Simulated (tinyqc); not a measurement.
From resistivity rho back to trap density Q_t: grain-boundary trapping model (Seto) of a polycrystalline semiconductor film. Computed by tinyqc, a small Python program. Command: `OMP_NUM_THREADS=1 python tinyqc.py 3016080 3016081 out.jsonl poly inv`. One thread of a shared host (Intel(R) Xeon(R) Processor @ 2.30GHz), about 0.01 s of CPU time with the checks.

Grains of equal size L are joined by thin boundaries with one trap level. Trapped carriers deplete a width W on each side and raise a barrier, crossed by thermionic emission. Dopants are fully ionised, statistics are non-degenerate and mu_g does not depend on T.

Inputs (values chosen for the exercise, modelled on polycrystalline SiGe):
```
quantity,value,unit
permittivity eps,13.5,-
effective mass m,0.3,m_0
"effective density of states at 300 K, N_c",1.5e+19,1/cm^3
grain size L,19,nm
trap level E_t below the band edge,0.32,eV
doping N,3.4e+17,1/cm^3
mobility inside the grains mu_g,180,cm^2/(V s)
temperature T,400,K
```

Grain interior: resistance included.

Constants: k_B = 8.617333262e-05 eV/K; e = 1.602176634e-19 C; eps_0 = 8.8541878128e-12 F/m; m_0 = 9.1093837015e-31 kg; k_B = 1.380649e-23 J/K.

Method. N_c(T) = N_c (T/300 K)^(3/2). Filled traps Q = Q_t/(1 + (1/2) exp((E_t* - E_F)/k_B T)), where E_t* = e V_B - E_t and E_F are counted from the band edge at the grain centre. Partial depletion: Q = 2 N W, V_B = e N W^2/(2 eps eps_0), E_F = k_B T ln(N/N_c); solve for W. If that W would exceed L/2 the grain is fully depleted: W = L/2, Q = N L, and E_F follows from the trap equation. Centre density n_0 = N_c exp(E_F/k_B T). Boundary: sigma_b = L e^2 n_0 exp(-e V_B/k_B T)/sqrt(2 pi m k_B T); drift through the grain, depleted parts included: rho_g = [(1 - 2W/L) + (2W/L) int_0^1 exp(y^2 s^2) ds]/(e n_0 mu_g); rho = 1/sigma_b + rho_g. Mean carrier density n_av = n_0 [(1 - 2W/L) + (2W/L) (sqrt(pi)/2) erf(y)/y], y = sqrt(e V_B/k_B T); effective mobility 1/(e n_av rho).

Task: A run gave the result below. Find the trap density Q_t, known to lie between 4e+11 and 1e+12 1/cm^2.

resistivity rho = 0.2015686 ohm cm

Result:

Each step takes the trial c = (a f_b - b f_a)/(f_b - f_a), f being the result less the target and a, b, c the logarithms of the listed values; c replaces end b, the old b replaces a if the sign of f changed, and otherwise f_a is halved.

Scan of the range:
```
trap density Q_t (1/cm^2),resistivity rho (ohm cm)
4.00e+11,0.1808
4.66e+11,0.1901
5.43e+11,0.2047
6.32e+11,0.2276
7.37e+11,5.7295
8.58e+11,13.3477
1.00e+12,22.2882
```

False position (Illinois rule, in the logarithm of the input) inside the bracket:
```
step,end a,end b,trial,resistivity rho (ohm cm)
1,4.66000e+11,5.43000e+11,5.25604e+11,0.200996
2,5.43000e+11,5.25604e+11,5.28286e+11,0.201545
3,5.43000e+11,5.28286e+11,5.28503e+11,0.201590
4,5.28286e+11,5.28503e+11,5.28400e+11,0.201569
5,5.28503e+11,5.28400e+11,5.28400e+11,0.201569
```

Resistivity rho rises at every point of a 13-point scan of the range (every second point is shown), so one value fits; it is bracketed by 4.66e11 and 5.43e11. Answer: trap density Q_t = 5.284e11 1/cm^2.

Caution: e V_B is below 2 k_B T, where the depletion approximation fails and the mean density does not balance the trapped charge.
